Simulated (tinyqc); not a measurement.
# Slope factor and drain-induced lowering from three currents

Inverse problem. With source and body at 0 V, I = A exp((Vg + dd Vd)/(nf Vt)) (1 - exp(-Vd/Vt)). Find nf, the swing nf Vt ln 10 and dd.

Values chosen for this exercise:
```
symbol  value  unit      meaning
T         358     K  temperature
```

Constants: q = 1.602176634e-19 C, kB = 1.380649e-23 J/K, Vt = kB T/q. Results are converted to the units shown.

currents at (Vg, Vd) = (0, 0.05), (0, 0.9) and (0.06, 0.9) V (nA/um): 0.011633026  0.26673391  1.2965524

Answer. The pair at equal Vd gives nf; the pair at equal Vg, after dividing out the factors 1 - exp(-Vd/Vt), gives dd.

nf = 1.23
swing = 87.4 mV/decade
dd = 0.130

Numbers from tinyqc (`OMP_NUM_THREADS=1 python tinyqc.py 2242155 2242156 out.jsonl`; about 0.03 s on one thread of a shared Intel Xeon 2.30GHz).
